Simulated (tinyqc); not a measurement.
What moves the results: Shockley-Read-Hall recombination through one deep level. A value that a table varies takes the place of the one given here.

One level at Et with degeneracy 1: tn = 1/(sn vth Nt), tp = 1/(sp_ vth Nt), n1 = Nc exp((Et - Eg)/kT), p1 = Nv exp(-Et/kT), ni^2 = n1 p1. Equilibrium n0 = Nm, p0 = ni^2/Nm; n = n0 + dn, p = p0 + dn. U = (n p - ni^2)/(tp (n + n1) + tn (p + p1)), lifetime dn/U; emission rates en = sn vth n1, ep = sp_ vth p1.

Constants: kB = 8.617333262e-05 eV/K.

Parameters, chosen for this exercise (gap and densities of states near those of InP at this temperature; not measured data):
- E1 = 0.961 eV (level (+1/0) above Ev)
- E2 = 0.79 eV (level (0/-1) above Ev)
- gm = 2 (degeneracy of the middle state, the others 1)
- T = 300 K
- Eg = 1.351 eV (gap)
- Nc = 5.46e+17 1/cm^3 (conduction-band density of states)
- Nv = 1.23e+19 1/cm^3 (valence-band density of states)
- Nd = 2.5e+15 1/cm^3 (ionised shallow donors minus acceptors)
- Et = 0.961 eV (recombination level above Ev)
- Nt = 3.6e+15 1/cm^3 (defects)
- sn = 1.8e-14 cm^2 (electron capture cross-section)
- sp_ = 1.2e-15 cm^2 (hole capture cross-section)
- vth = 13000000 cm/s (thermal velocity, both carriers)
- Nm = 7.2e+16 1/cm^3 (equilibrium electrons for the lifetime steps)
- dn = 3.2e+12 1/cm^3 (excess pairs)

## Charge state against the Fermi level (deep level with several charge states)

Energies from Ev. The defect has charge states +1, 0, -1 with weights 1, gm exp((EF - E1)/kT), exp((2 EF - E1 - E2)/kT); the shares are the weights over their sum. Boltzmann carriers: n = Nc exp((EF - Eg)/kT), p = Nv exp(-EF/kT). Neutrality: p - n + Nd + Nt <q> = 0.

Shares:

| EF (eV) | +1 | 0 | -1 | <q> |
|---|---|---|---|---|
| 0.081 | 1.000 | 0.000 | 0.000 | 1.000 |
| 0.189 | 1.000 | 0.000 | 0.000 | 1.000 |
| 0.297 | 1.000 | 0.000 | 0.000 | 1.000 |
| 0.405 | 1.000 | 0.000 | 0.000 | 1.000 |
| 0.513 | 1.000 | 0.000 | 0.000 | 1.000 |
| 0.621 | 1.000 | 0.000 | 0.000 | 1.000 |
| 0.730 | 1.000 | 0.000 | 0.000 | 1.000 |
| 0.838 | 0.933 | 0.016 | 0.051 | 0.881 |
| 0.946 | 0.004 | 0.005 | 0.991 | -0.987 |
| 1.054 | 0.000 | 0.000 | 1.000 | -1.000 |
| 1.162 | 0.000 | 0.000 | 1.000 | -1.000 |
| 1.270 | 0.000 | 0.000 | 1.000 | -1.000 |

E2 lies below E1 (negative U = -0.171 eV), so the charge goes from +1 to -1 near (E1 + E2)/2 = 0.875 eV, two electrons at once; the middle state never exceeds a share of 0.0353.

## Defects against doping (deep level with several charge states)

Nt takes the listed multiples of |Nd|; the resistivity uses mobilities of 1000 (electrons) and 300 (holes) cm^2/(V s), chosen for the exercise, and e = 1.602176634e-19 C.

Neutral state:

| Nt/\|Nd\| | EF (eV) | n (1/cm^3) | p (1/cm^3) | rho (ohm cm) |
|---|---|---|---|---|
| 0.01 | 1.2115 | 2.48e+15 | 0.0547 | 2.52 |
| 0.10 | 1.2090 | 2.25e+15 | 0.0601 | 2.77 |
| 0.30 | 1.2025 | 1.75e+15 | 0.0773 | 3.57 |
| 0.60 | 1.1881 | 1.00e+15 | 0.135 | 6.24 |
| 0.90 | 1.1522 | 2.50e+14 | 0.541 | 25.0 |
| 1.10 | 0.9169 | 2.79e+10 | 4.86e+03 | 2.24e+05 |
| 1.50 | 0.8971 | 1.30e+10 | 1.04e+04 | 4.81e+05 |
| 3.00 | 0.8848 | 8.04e+09 | 1.68e+04 | 7.76e+05 |
| 10.00 | 0.8782 | 6.23e+09 | 2.17e+04 | 1.00e+06 |

EF goes from 1.211 to 0.878 eV and the resistivity from 2.52 to 1e+06 ohm cm, with a largest value of 1e+06. The largest move of EF, -0.235 eV, comes between Nt/|Nd| = 0.9 and 1.1; the levels lie at 0.961 and 0.79 eV. A defect can take up to one carrier of either sign, so the doping can be cancelled no earlier than Nt = |Nd|, there only if EF lies well beyond the level that takes the carriers and otherwise at larger Nt (mean charge -0.10 in the last row).

## Lifetime against injection

Recombination:

| dn (1/cm^3) | lifetime (microsecond) | U (1/(cm^3 s)) |
|---|---|---|
| 1.0e+11 | 0.01781 | 5.62e+18 |
| 1.0e+12 | 0.01781 | 5.62e+19 |
| 1.0e+13 | 0.01781 | 5.62e+20 |
| 1.0e+14 | 0.01781 | 5.62e+21 |
| 1.0e+15 | 0.01782 | 5.61e+22 |
| 1.0e+16 | 0.01795 | 5.57e+23 |
| 1.0e+17 | 0.01850 | 5.41e+24 |
| 1.0e+18 | 0.01891 | 5.29e+25 |

The lifetime rises from 0.01781 to 0.01891 microsecond; tn + tp = 0.01899. At low injection it is tp (1 + n1/n0) + tn p1/n0 with n1/Nm = 2.1e-06 and p1/Nm = 1.2e-14: re-emission is negligible, so minority capture alone counts. Auger and radiative paths are left out; they cut in at the highest injections, and in a doped direct-gap crystal the radiative one counts at all injections. dn = dp neglects trapped charge, which matters where the traps hold a charge comparable with dn, at low injection and with very unequal cross sections.

## Where a level does most harm

Et takes the values listed; G = Nt en ep/(en + ep) in a depleted region; the lifetime is for dn = 1e11 1/cm^3.

Results:

| Et (eV) | lifetime (microsecond) | G (1/(cm^3 s)) |
|---|---|---|
| 0.081 | 0.0266 | 2.13e+05 |
| 0.189 | 0.0179 | 1.39e+07 |
| 0.297 | 0.0178 | 9.04e+08 |
| 0.405 | 0.0178 | 5.90e+10 |
| 0.513 | 0.0178 | 3.85e+12 |
| 0.621 | 0.0178 | 2.48e+14 |
| 0.730 | 0.0178 | 3.68e+14 |
| 0.838 | 0.0178 | 5.77e+12 |
| 0.946 | 0.0178 | 8.86e+10 |
| 1.054 | 0.0178 | 1.36e+09 |
| 1.162 | 0.0179 | 2.08e+07 |
| 1.270 | 0.0237 | 3.19e+05 |

Generation peaks where en = ep, at Eg/2 + (kT/2) ln(sp_ Nv/(sn Nc)) = 0.681 eV; the largest value listed is at 0.730 eV, and G falls by a decade for each 0.060 eV away from the peak. The lifetime is within a factor 2 of its minimum, 0.0178 microsecond, from 0.081 to 1.270 eV: recombination tolerates a wide range of Et, generation a narrow one.

## What moves lifetime and leakage

G = Nt en ep/(en + ep). Each row changes one parameter from the base and keeps the others.

Results:

| case | lifetime (microsecond) | G (1/(cm^3 s)) |
|---|---|---|
| base | 0.01781 | 4.96e+10 |
| Et = 1.001 eV | 0.01781 | 1.06e+10 |
| sn = 3.6e-14 cm^2 | 0.01781 | 4.96e+10 |
| sp_ = 2.4e-15 cm^2 | 0.008903 | 9.91e+10 |
| Nt = 1.8e+15 1/cm^3 | 0.03561 | 2.48e+10 |
| Nm = 2.16e+17 1/cm^3 | 0.01781 | 4.96e+10 |
| dn = 9.6e+12 1/cm^3 | 0.01781 | 4.96e+10 |

The largest shifts from the base row, up to three for each result and ties (the steps differ in size, so this ranks the rows, not the parameters). lifetime (microsecond): Nt +0.0178, sp_ -0.00890; unchanged at the printed digits by Et, sn, Nm and dn. G (1/(cm^3 s)): sp_ +4.96e+10, Et -3.90e+10, Nt -2.48e+10; unchanged at the printed digits by sn, Nm and dn.

Run: tinyqc, `OMP_NUM_THREADS=1 python tinyqc.py 1680656 1680657 out.jsonl`; Intel(R) Xeon(R) Processor @ 2.30GHz, one thread, shared host; about 0.01 s of CPU time with all checks.
